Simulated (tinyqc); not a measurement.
Long-channel MOSFET, surface-potential model: effect of the temperature.

n-channel transistor on a uniformly doped p-type body, gradual-channel approximation, constant mobility, Boltzmann statistics, full ionisation. Potentials are counted from the neutral body; V is the electron quasi-Fermi potential, Vsb at the source and Vsb + Vds at the drain. Charges are magnitudes per area.

Nc and Nv are given at 250 K and scale as (T/250 K)^1.5; Eg, Vfb and mu are held fixed. ni = sqrt(Nc Nv) exp(-Eg/(2 Vt)), Eg in volts; phiF = Vt ln(Na/ni); Cox = eps0 eox/tox; gamma = sqrt(2 q eps0 eps_r Na)/Cox. The surface potential psi at channel potential V solves Vgs + Vsb - Vfb - psi = gamma sqrt(G), G = psi - Vt + Vt exp((psi - 2 phiF - V)/Vt). Charge sheet: Qi = Cox gamma [sqrt(G) - sqrt(psi - Vt)]; I = mu (W/L) [integral of Qi dpsi from psi_0 to psi_L (drift) + Vt (Qi0 - QiL) (diffusion)], with psi_0 at V = Vsb and psi_L at V = Vsb + Vds. VT = Vfb + 2 phiF + gamma sqrt(2 phiF + Vsb), m = 1 + gamma/(2 sqrt(2 phiF + Vsb)). The swing is 20 mV/log10[I(VT - 0.14 V)/I(VT - 0.16 V)] of the charge-sheet current at the given Vds.

Values chosen for this exercise; material values close to those of silicon:
```
symbol,value,unit,meaning
Eg,1.14,eV,band gap
eps_r,11.6,,relative permittivity of the semiconductor
Nc,2.16e19,cm^-3,conduction-band density of states at the reference temperature
Nv,1.99e19,cm^-3,valence-band density of states at the reference temperature
Na,5.5e17,cm^-3,acceptor density of the body
eox,23.9,,relative permittivity of the gate insulator
tox,80,nm,insulator thickness
Vfb,-0.8,V,flat-band voltage
mu,190,cm^2/(V s),channel mobility
W,20,um,gate width
L,5,um,gate length
Vsb,1,V,source-body reverse bias
Vgs,2.81,V,gate-source voltage
Vds,0.8,V,drain-source voltage
```

Constants: q = 1.602176634e-19 C, kB = 1.380649e-23 J/K, Vt = kB T/q, eps0 = 8.8541878128e-14 F/cm where lengths are in cm. Results are converted to the units shown.

The same in every row: gamma (V^0.5) = 1.608.

Effect of the temperature:
```
T (K)  VT (V)      m  swing (mV/decade)  I at Vgs, Vds (uA)
220     2.490  1.567              69.58               4.547
250     2.449  1.571              79.45               5.762
280     2.406  1.575              89.49               7.176
310     2.363  1.579              99.71               8.801
340     2.318  1.583              110.1               10.65
370     2.271  1.588              120.7               12.73
400     2.224  1.593              131.6               15.04
430     2.175  1.598              142.6               17.61
```

What does the comparison show?

As T goes from 220 to 430 K, VT falls from 2.49 to 2.18 V, the swing rises from 69.6 to 143 mV a decade and the current rises from 4.55 to 17.6 uA. The swing is 1.7 % above m Vt ln 10 in the first row and 4.6 % above it in the last. For T = 220 to 370 K the surface electron density at the source passes 0.3 Nc, where degeneracy and quantisation, left out here, matter. In every row the mobility is held fixed, though a real channel mobility changes with T and would alter the trend of the current.

Computed by the program tinyqc: `OMP_NUM_THREADS=1 python tinyqc.py 2360030 2360031 out.jsonl`, one thread of a shared Intel Xeon 2.30GHz, about 0.05 s for the whole run.
